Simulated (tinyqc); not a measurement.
Heisenberg magnet: exchange from energy differences, ordering vector, linear spin waves and ordering temperature: one step, computed by the program tinyqc.

H = -sum over pairs <ij> J_ij S_i.S_j - K sum_i (S_i^z)^2, each pair once, J > 0 ferromagnetic. First neighbours: 4 at a (1, 0), second: 4 at a (1, 1), with all permutations and signs.

Question. Long waves and the gap. g_s(q) = sum over shell s of cos(q.R), z1 = g1(0). E(q) = S [J(0) - J(q)] + (2S - 1) K, J(q) = J1 g1 + J2 g2. The factor 2S - 1 removes the anisotropy for S = 1/2. sum R_x^2 over the shells is s1 = 2 a^2 and s2 = 4 a^2. E = gap + D q^2 with D = (S/2)(J1 s1 + J2 s2) and gap = (2S - 1) K.

Inputs (values chosen for the exercise, for a model magnet): exchange J1 = 10.4 meV; exchange J2 = 0.43 meV; spin S = 1.5; single-ion anisotropy K = 0.029 meV; lattice constant a = 4.3 angstrom.

Lattice: square. Order: ferromagnetic.

Give: stiffness D; gap.

Answer.

stiffness D = 312.2961 meV angstrom^2

gap = 0.058 meV
